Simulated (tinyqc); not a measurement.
## Slope factor and drain-induced lowering from three currents

Question. With source and body at 0 V, I = A exp((Vg + dd Vd)/(nf Vt)) (1 - exp(-Vd/Vt)). Find nf, the swing nf Vt ln 10 and dd.

Parameters, values chosen for the exercise:
- T = 330 K (temperature)

Constants: q = 1.602176634e-19 C, kB = 1.380649e-23 J/K, Vt = kB T/q. Results are converted to the units shown.

currents at (Vg, Vd) = (0, 0.05), (0, 0.8) and (0.1, 0.8) V (nA/um): 0.22766769  0.59749645  7.9301346

Solution. The pair at equal Vd gives nf; the pair at equal Vg, after dividing out the factors 1 - exp(-Vd/Vt), gives dd.

nf = 1.360
swing = 89.05 mV/decade
dd = 0.04000

Program tinyqc, `OMP_NUM_THREADS=1 python tinyqc.py 2242044 2242045 out.jsonl`; Intel Xeon 2.30GHz, shared host, one thread, about 0.04 s.
